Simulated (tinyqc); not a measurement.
Inside a calculation. Method: MP2 on RHF in the 6-31g basis, for H-, spin multiplicity 1. The basis has no diffuse functions, so it cannot describe the extra electron: this is an exercise in the method, not the real anion. One step of it, computed by the program tinyqc.

Task: Integrals over molecular orbitals. (pq|rs) = sum C_ip C_jq C_kr C_ls (ij|kl), one index at a time.

coefficients C:
```
            MO1        MO2
1H 1s  0.238585   1.306840
1H 2s  0.826681  -1.039880
```

core Hamiltonian H = T + V (hartree):
```
           1H 1s      1H 2s
1H 1s  -0.257552  -0.482576
1H 2s  -0.482576  -0.398935
```

Two-electron integrals (ij|kl) in chemists' order, unique and non-zero (hartree):
```
(11|11) 1.076566   (21|11) 0.578470   (21|21) 0.329423   (22|11) 0.587396
(22|21) 0.361304   (22|22) 0.453150
```

Give: one-electron integrals over orbitals h = C^T H C; Two-electron integrals over orbitals.

Result:

one-electron integrals over orbitals h = C^T H C (hartree):
```
        1       2
1  -0.478  -0.139
2  -0.139   0.440
```

Two-electron integrals over orbitals (pq|rs), unique and non-zero (hartree):
```
(11|11) 0.533   (21|11) 0.139   (21|21) 0.136   (22|11) 0.591
(22|21) 0.244   (22|22) 0.779
```
